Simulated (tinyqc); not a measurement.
Inside a calculation (part 2 of 2). Method: G0W0 on RHF in the sto-6g basis, for BeH2, spin multiplicity 1. Computed by tinyqc, a small Python program that keeps every step (integrals from PySCF). Command: `OMP_NUM_THREADS=1 python tinyqc.py 20998 20999 out.jsonl` (the two numbers bound the seeds that draw the settings). One thread of a shared host (Intel(R) Xeon(R) Processor @ 2.60GHz), about 0.2 s of CPU time with the checks.

Geometry (angstrom):
```
atom       x        y       z
Be    0.0000   0.0000  0.0000
H     0.0000   1.5510  0.1080
H     0.0000  -1.5470  0.1070
```

## Screening: direct RPA

orbital energies (hartree): MO1 -4.6021, MO2 -0.4214, MO3 -0.3797, MO4 0.2074, MO5 0.2102, MO6 0.3656, MO7 0.7046

Given earlier and not repeated: Two-electron integrals over orbitals (pq|rs).

With D = e_a - e_i and K = (ia|jb): diagonalise D^(1/2) (D + 4K) D^(1/2) = Z w^2 Z^T; X + Y = D^(1/2) Z w^(-1/2), each column of Z with its largest component positive (the first on a tie); E_c = (sum w - tr (D + 2K)) / 2.

D^(1/2) (D + 4K) D^(1/2) (hartree^2), lower triangle:
```
         1>4      1>5      1>6      1>7      2>4     2>5      2>6      2>7
1>4  23.4479
1>5   0.0000  23.4671
1>6  -0.0441   0.0000  25.2517
1>7   0.0001   0.0000  -0.0009  28.5579
2>4   0.0985   0.0000   0.0232   0.0000   0.5142
2>5   0.0000   0.1025   0.0000   0.0000   0.0000  0.5174
2>6   0.0253   0.0000  -0.0419   0.0004  -0.0115  0.0000   0.8809
2>7  -0.0001   0.0000   0.0007   0.0805   0.0008  0.0000  -0.0053   1.5290
3>4   0.0009   0.0000   0.0002  -0.0033   0.0007  0.0000   0.0000  -0.0307
3>5   0.0000   0.0009   0.0000   0.0000   0.0000  0.0008   0.0000   0.0000
3>6   0.0002   0.0000  -0.0005   0.0021   0.0000  0.0000   0.0014   0.2287
3>7   0.0002   0.0000  -0.0329   0.0010  -0.0431  0.0000   0.2883  -0.0030

         3>4     3>5     3>6     3>7
3>4   0.3772
3>5   0.0000  0.3777
3>6  -0.0255  0.0000  0.8091
3>7  -0.0007  0.0000  0.0050  1.5551
```

excitation energies w (hartree): 0.6127  0.6145  0.7155  0.7190  0.8621  0.8800  1.2634  1.2897  4.8422  4.8443  5.0252  5.3440

X + Y:
```
           1        2        3        4        5        6        7        8
1>4   0.0000   0.0000  -0.0111   0.0000   0.0000  -0.0026   0.0000  -0.0004
1>5   0.0000   0.0000   0.0000  -0.0116   0.0000   0.0000   0.0000   0.0000
1>6   0.0000   0.0000  -0.0023   0.0000   0.0000   0.0027   0.0001   0.0038
1>7   0.0002   0.0000   0.0000   0.0000   0.0018   0.0000  -0.0059   0.0002
2>4  -0.0054   0.0000   0.9366   0.0000  -0.0002   0.0132  -0.0009  -0.0269
2>5   0.0000  -0.0055   0.0000   0.9373   0.0000   0.0000   0.0000   0.0000
2>6  -0.0002   0.0000  -0.0014   0.0000  -0.0228   0.8870   0.0089   0.2701
2>7   0.0226   0.0000  -0.0007   0.0000  -0.3210  -0.0022   0.9049  -0.0425
3>4   0.9775   0.0000   0.0049   0.0000  -0.0356  -0.0006  -0.0204   0.0005
3>5   0.0000   0.9798   0.0000   0.0049   0.0000   0.0000   0.0000   0.0000
3>6   0.0550   0.0000   0.0003   0.0000   0.8912   0.0214   0.2148  -0.0047
3>7   0.0003   0.0000   0.0513   0.0000   0.0016  -0.3836   0.0409   0.8586

          9      10       11       12
1>4  0.9963  0.0000  -0.0239   0.0000
1>5  0.0000  0.9967   0.0000   0.0000
1>6  0.0247  0.0000   0.9940  -0.0003
1>7  0.0000  0.0000   0.0003   0.9965
2>4  0.0016  0.0000   0.0003   0.0000
2>5  0.0000  0.0016   0.0000   0.0000
2>6  0.0004  0.0000  -0.0007   0.0000
2>7  0.0000  0.0000   0.0000   0.0014
3>4  0.0000  0.0000   0.0000   0.0000
3>5  0.0000  0.0000   0.0000   0.0000
3>6  0.0000  0.0000   0.0000   0.0000
3>7  0.0000  0.0000  -0.0007   0.0000
```

RPA correlation energy = -0.045910 hartree

## G0W0 on Hartree-Fock: HOMO

W(p,q,m) = sqrt2 sum_ia (pq|ia) (X+Y)_ia,m; Sigma_c(x) = sum_(i,m) W^2/(x - e_i + w_m) + sum_(a,m) W^2/(x - e_a - w_m); solve x = e_p + Sigma_c(x) by Newton steps; Z = 1/(1 - dSigma/dx); 1 hartree = 27.211386 eV.

The 12 largest terms at x = e_p (hartree; W for the signs of X + Y given):
```
q  m        W       term
2  5  -0.0972     0.0105
7  8   0.1365    -0.0078
6  7   0.1061    -0.0056
2  7  -0.0801     0.0049
6  5   0.0794    -0.0039
3  6  -0.0407     0.0019
7  6   0.0502    -0.0013
3  8  -0.0381     0.0011
4  1   0.0181  -2.72e-04
5  2   0.0174  -2.51e-04
4  7  -0.0154  -1.28e-04
3  3   0.0093   1.21e-04
```

Newton steps (hartree):
```
step        x  Sigma_c(x)       Z
0     -0.3797     -0.0007  0.9723
1     -0.3804     -0.0007  0.9723
2     -0.3804     -0.0007  0.9723
```

quasiparticle energy of the HOMO = -10.3519 eV

Hartree-Fock value = -10.3331 eV

## G0W0 on Hartree-Fock: LUMO

As before.

The 12 largest terms at x = e_p (hartree; W for the signs of X + Y given):
```
q  m        W       term
4  8   0.1088    -0.0092
6  3   0.0559    -0.0036
2  3   0.0614     0.0028
4  6   0.0413    -0.0019
4  3  -0.0252    -0.0009
6  6   0.0188  -3.41e-04
3  1   0.0181   2.72e-04
7  1   0.0174  -2.72e-04
2  8  -0.0192   1.92e-04
6  8   0.0164  -1.85e-04
7  5   0.0144  -1.52e-04
5  4  -0.0097  -1.31e-04
```

Newton steps (hartree):
```
step       x  Sigma_c(x)       Z
0     0.2074     -0.0132  0.9821
1     0.1944     -0.0130  0.9824
2     0.1944     -0.0130  0.9824
```

quasiparticle energy of the LUMO = 5.2909 eV

Hartree-Fock value = 5.6433 eV
